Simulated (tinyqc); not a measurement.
Inside a calculation: Peierls distortion of a half-filled chain. Values are carried at full precision from step to step, so a last printed digit may differ when a step is redone from the rounded ones.

Atoms move by +/- u, so bonds change by -/+ 2u and hoppings are t +/- 2 al u. Bands E = -/+ sqrt((2 t cos x)^2 + D^2 sin^2 x) with D = 4 al u, x = k a in (0, pi/2); the gap is 2D. Energy per atom at zero temperature: E(u) = -mean_x sqrt(...) + 2 K u^2; exactly, the mean is (4t/pi) E(1 - z^2), z = D/2t, E the complete elliptic integral of the second kind with parameter m. Coupling lambda = 2 al^2/(pi t K).

Constants: kB = 8.617333262e-05 eV/K.

Inputs chosen for the exercise: t = 2.11 eV (hopping of the even chain); al = 5.4 eV/angstrom (change of hopping with bond length); K = 27.6 eV/angstrom^2 (spring constant of a bond); u = 0.065 angstrom (trial shift of alternate atoms); N = 3 (k points).

## Energy at a trial distortion

Use the mesh x_j = (j + 1/2) pi/(2N), j = 0 .. N-1, and also the elliptic integral.

D = 1.4040 eV

|E| on the mesh (eV): 4.0924  3.1448  1.7413

band energy on the mesh = -2.9928 eV
elastic energy = 0.2332 eV
total, exact = -2.7580 eV
exact E(u) - E(0) = -0.0714 eV

This distortion lowers the energy; the mesh errs by -1.62 meV.

## The equilibrium distortion

dE/du = 0 gives 1 = (4 al^2/K) mean(sin^2 x/|E|); solve with the exact mean, and compare with the weak-coupling form D = 8 t exp(-1 - 1/(2 lambda)).

lambda = 0.3188
u0 = 0.0669 angstrom
gap 2D = 2.891 eV
gap, weak coupling = 2.588 eV
E(u0) - E(0) per atom = -71.56 meV

Long and short bonds differ by 4 u0 = 0.2677 angstrom. The weak-coupling gap is 0.895 of the full one. The gain is far smaller than the gap, since only states near the zone edge move.

## Length and phonon scales

Coherence length xi/a = 2t/D with D half the gap; mean-field transition kB Tp = D/1.764 (weak coupling); for the optical mode at the zone edge (omega_R/omega_0)^2 = 2 lambda at weak coupling.

xi/a = 2.92
Tp = 9.51e+03 K
omega_R/omega_0 = 0.798

Tp is a mean-field scale: in a single chain fluctuations forbid the transition, and coupling between chains sets the real one, far lower.

## Checks

- Total energy at u0 on 4000 points against the elliptic integral (eV): both -2.75809.

Run: tinyqc, `OMP_NUM_THREADS=1 python tinyqc.py 1650588 1650589 out.jsonl`; Intel(R) Xeon(R) Processor @ 2.30GHz, one thread, shared host; about 0.07 s of CPU time with all checks.
